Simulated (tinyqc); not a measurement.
X-ray reflectivity of a thin film on silicon: critical angles, Parratt recursion, fringes and roughness: one step, computed by the program tinyqc. Command: `OMP_NUM_THREADS=1 python tinyqc.py 3120274 3120275 out.jsonl xrr walk`. One thread of a shared host (Intel(R) Xeon(R) Processor @ 2.30GHz), about 0.01 s of CPU time with the checks.

n = 1 - delta + i beta; the classical electron radius is r_e = 2.8179403e-6 nm. Layer 0 is vacuum, 1 the film, 2 the substrate.

Question. Fringe period, contrast and decay. Far above the critical angle the period is d theta = lambda/(2 d), or 2 pi/d in q; the envelope runs between (|r_01| - |r_12 p|)^2 and (|r_01| + |r_12 p|)^2; contrast = 2 a b/(a^2 + b^2) with a = |r_01|, b = |r_12 p|; roughness factors on the amplitudes are about exp(-q^2 sigma^2/2).

Inputs (values chosen for the exercise, modelled on HfO2 on silicon, copper K-alpha radiation):
```
quantity                              value  unit
wavelength lambda                   0.15406    nm
film thickness d                       25.2    nm
roughness of the surface sigma_1       0.13    nm
roughness of the interface sigma_2     0.64    nm
```

1000 r_01 = 33.62870-2.52584i

1000 r_12 = -15.01915+1.48347i

p = 0.8139168+0.1203309i

q = 4 pi sin(theta)/lambda = 1.608598 1/nm

Give: period in theta; period in q; contrast; roughness factor, surface; roughness factor, interface.

Answer.

period in theta = 0.17514 degrees

period in q = 0.24933 1/nm

contrast = 0.64850

roughness factor, surface = 0.97837

roughness factor, interface = 0.58864
